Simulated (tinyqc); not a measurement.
Front-illuminated p-i-n photodiode, quantum efficiency and bandwidth: two steps of the calculation.

Light enters through a p layer (0 to xp), a depleted layer (xp to xp + wi) and a thick n substrate, decaying as exp(-al x); one pass, no back reflection. Carriers made in the depleted layer are all collected; those in the neutral layers diffuse.

Values chosen for this exercise; values close to those of In0.53Ga0.47As at this wavelength:
- lam = 1310 nm (wavelength)
- al = 11400 1/cm (absorption coefficient)
- Rf = 0.1 (reflectance of the front face)
- eps_r = 14.6 (relative permittivity)
- xp = 0.16 um (thickness of the front p layer)
- wi = 0.74 um (thickness of the depleted layer)
- Dn = 35 cm^2/s (electron diffusion coefficient in the p layer)
- Ln = 4.3 um (electron diffusion length in the p layer)
- S = 100 cm/s (recombination velocity of the front surface)
- Lp = 1.4 um (hole diffusion length in the thick n substrate)
- ve = 6.66e6 cm/s (electron drift velocity)
- vh = 4.81e6 cm/s (hole drift velocity)
- dia = 73 um (diameter)
- RL = 50 ohm (load resistance)
- Cp = 40 fF (parasitic capacitance)
- f = 18 GHz (modulation frequency)

Constants: q = 1.602176634e-19 C, h = 6.62607015e-34 J s, c = 299792458 m/s, eps0 = 8.8541878128e-14 F/cm where lengths are in cm. Results are converted to the units shown.

Task 1. Quantum efficiency. k = al Ln, s = S Ln/Dn, e = exp(-al xp); front layer f1 = (k/(k^2 - 1)) {[s + k - e (s cosh(xp/Ln) + sinh(xp/Ln))]/[s sinh(xp/Ln) + cosh(xp/Ln)] - k e}; depleted layer f2 = e (1 - exp(-al wi)); substrate f3 = e exp(-al wi) al Lp/(1 + al Lp); external efficiency (1 - Rf)(f1 + f2 + f3); responsivity = efficiency q lam/(h c).

Find: s; f1; f2; f3; external efficiency; responsivity.

Result 1.

s = 0.0012286
f1 = 0.16665
f2 = 0.47483
f3 = 0.22036
external efficiency = 0.77566
responsivity = 0.81955 A/W

The front layer absorbs 16.7 % of the light that enters and collects 100 % of that. Diffusion from the neutral layers makes up 44.9 % of the current.

Task 2. Response at one frequency. Drift response for pairs made in the depleted layer, a = al wi, g = 1 - exp(-a), u = 2 pi i f, te = wi/ve, th = wi/vh: electrons He = [g - a (exp(-a) - exp(-u te))/(u te - a)]/(u te g), holes Hh = [g - a (1 - exp(-a - u th))/(a + u th)]/(u th g); C = eps0 eps_r pi (dia/2)^2/wi + Cp; total |He + Hh|/sqrt(1 + (2 pi f RL C)^2), for the current of the depleted layer alone.

Wanted: te; th; He; Hh; |He + Hh|; C; total response.

Result 2.

te = 11.111 ps
th = 15.385 ps
He = 0.49089-0.23372i
Hh = 0.34320-0.20098i
|He + Hh| = 0.94057
C = 771.15 fF
total response = 0.21023

The drift response alone falls to 1/sqrt(2) at 42.8 GHz and the RC term alone at 4.13 GHz; together they give 4.10 GHz.

tinyqc, about 0.01 s, one thread, Intel Xeon 2.30GHz (shared host): `OMP_NUM_THREADS=1 python tinyqc.py 2250025 2250026 out.jsonl`
